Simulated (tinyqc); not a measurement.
Off-state leakage of single and stacked transistors: one step of the calculation.

n-channel devices of unit width. Subthreshold current I(Vg, Vs, Vd) = I0 (T/300 K)^0.5 exp[(Vg - Vs - VT(T) - gb (Vs - Vb) + dd (Vd - Vs))/(nf Vt)] (1 - exp(-(Vd - Vs)/Vt)), VT(T) = VT - cT (T - 300 K). Gate-edge tunnelling Ig (Vd/1 V) exp(ag (Vd - 1 V)), for a gate at 0 V, and band-to-band leakage Ab u exp(-Bb/u), u = Vd - Vb + 1 V, flow at a drain held at V; both are taken as independent of T. In a stack of off transistors (all gates at 0 V) the same subthreshold current passes through each.

Question. Leakage of one transistor. Vg = Vs = 0, Vd = V; effective threshold VT(T) - gb Vb - dd V.

Inputs (values chosen for the exercise); values of the order met in bulk silicon logic transistors:
- T = 300 K (temperature)
- V = 0.9 V (supply voltage)
- VT = 0.5 V (threshold at 300 K, zero drain and body bias)
- cT = 0.9 mV/K (fall of the threshold with temperature)
- I0 = 0.17 uA/um (current at threshold at 300 K)
- nf = 1.54 (slope factor)
- dd = 0.13 (drain-induced lowering per volt)
- gb = 0.15 (rise of the threshold per volt of source-body bias)
- Ig = 0.0008 uA/um (gate-edge tunnelling current at 1 V)
- ag = 4.4 1/V (exponential slope of the gate current)
- Ab = 50 uA/(um V) (prefactor of band-to-band leakage at the drain)
- Bb = 29 V (its exponential voltage)
- Vb = -0.6 V (body voltage)

Constants: q = 1.602176634e-19 C, kB = 1.380649e-23 J/K, Vt = kB T/q. Results are converted to the units shown.

Find: effective threshold; parts; total; shares.

Answer.

effective threshold = 0.4730 V
parts (nA/um): subthreshold 0.001177, gate edge 0.4637, band-to-band 1.146
total = 1.611 nA/um
shares (%): subthreshold 0.07306, gate edge 28.79, band-to-band 71.14

The band-to-band part is the largest.

tinyqc, about 0.03 s, one thread, Intel Xeon 2.30GHz (shared host): `OMP_NUM_THREADS=1 python tinyqc.py 2242236 2242237 out.jsonl`
